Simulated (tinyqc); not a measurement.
Leakage against temperature: trap-assisted generation and recombination current of an abrupt junction. Computed by tinyqc, a small Python program. Command: `OMP_NUM_THREADS=1 python tinyqc.py 3024312 3024313 out.jsonl junctionleak walk`. One thread of a shared host (Intel(R) Xeon(R) Processor @ 2.30GHz), about 0.01 s of CPU time with the checks.

Depletion approximation, flat quasi-Fermi levels across the depleted layer, long neutral regions with minority lifetimes tau_n and tau_p, full ionisation and Boltzmann statistics. Voltages in exponents stand for e V.

Inputs (values chosen for the exercise, with bands and screening modelled on GaAs):

| quantity | value | unit |
|---|---|---|
| gap E_g | 1.44 | eV |
| electron mass m_e | 0.0675 | m_0 |
| valleys M_c | 1 | - |
| hole mass m_h | 0.543 | m_0 |
| dielectric constant eps | 12.5 | - |
| acceptor density N_A | 1.2e+15 | cm^-3 |
| donor density N_D | 8.4e+17 | cm^-3 |
| capture time tau_n | 2.2e-06 | s |
| capture time tau_p | 1.6e-08 | s |
| trap level E_t - E_i | 0.14 | eV |
| electron diffusion coefficient D_n | 22 | cm^2/s |
| hole diffusion coefficient D_p | 5.1 | cm^2/s |
| reverse bias V_r | 2.2 | V |
| temperature T | 300 | K |
| tunnelling mass m_t | 0.22 | m_0 |

Field enhancement: Hurkx tunnelling factor.

Constants: k_B = 8.617333262e-05 eV/K; m_0 = 9.1093837015e-31 kg; k_B = 1.380649e-23 J/K; h = 6.62607015e-34 J s; e = 1.602176634e-19 C; eps_0 = 8.8541878128e-12 F/m; hbar = 1.054571817e-34 J s.

Method:
- N_c = 2 M_c (2 pi m_e k_B T/h^2)^(3/2) and N_v = 2 (2 pi m_h k_B T/h^2)^(3/2), masses in units of m_0.
- n_i = sqrt(N_c N_v) exp(-E_g/2 k_B T); V_bi = (k_B T/e) ln(N_A N_D/n_i^2); diffusion saturation current J_d0 = e n_i^2 [sqrt(D_n/tau_n)/N_A + sqrt(D_p/tau_p)/N_D].
- W = sqrt(2 eps eps_0 (V_bi - V)(1/N_A + 1/N_D)/e), x_p = W N_D/(N_A + N_D), x_n = W - x_p, peak field F_m = 2 (V_bi - V)/W; reverse bias means V = -V_r.
- Both capture times are divided by 1 + Gamma, Gamma = 2 sqrt(3 pi) (F/F_G) exp((F/F_G)^2), F_G = sqrt(24 m_t (k_B T)^3)/(e hbar) (the low-field Hurkx form), F being the local field, linear in x from 0 at the edges to F_m.
- Potential from the p edge: phi = (V_bi - V) x^2/(x_p W) on the p side and (V_bi - V)[1 - (W - x)^2/(x_n W)] on the n side; p = N_A exp(-phi/k_B T), n = n_i^2 exp(V/k_B T)/p; U = (n p - n_i^2)/[tau_p (n + n_i exp(dE/k_B T)) + tau_n (p + n_i exp(-dE/k_B T))], dE = E_t - E_i, n1 = n_i exp(dE/k_B T), p1 = n_i exp(-dE/k_B T); J_t = e int U dx by the trapezoid rule on 400 intervals on each side.
- The gap, capture times and diffusion coefficients are held fixed. J_g = -J_t at V = -V_r. The last column is -k_B d ln(J_g + J_d0)/d(1/T) from this row and the one above.

peak field F_m = 34461.8 V/cm

Reverse current:

| T (K) | generation (A/cm^2) | diffusion (A/cm^2) | activation energy (eV) |
|---|---|---|---|
| 240 | 2.1587e-15 | 5.5580e-25 | - |
| 270 | 2.4540e-13 | 1.8123e-21 | 0.88104 |
| 300 | 1.0999e-11 | 1.2117e-18 | 0.88476 |
| 340 | 6.2697e-10 | 1.2372e-15 | 0.88844 |
| 380 | 1.5400e-08 | 3.0493e-13 | 0.89103 |
| 420 | 2.0528e-07 | 2.7131e-11 | 0.89056 |
| 480 | 4.3450e-06 | 5.8525e-09 | 0.88416 |

What does the comparison show, and why?

The activation energy goes from 0.881 to 0.884 eV. Generation alone gives about E_g/2 + dE if tau_p exp(dE/k_B T) exceeds tau_n exp(-dE/k_B T), else E_g/2 - dE, here 0.860 eV, plus 1.5 k_B T, less where tunnelling helps, and diffusion E_g = 1.44 eV plus 3 k_B T; generation rules in every row. Caution: one side is doped near or above its effective density of states, so Boltzmann statistics understate V_bi.

Extremes, crossings and ranges named in words are read from the listed rows.
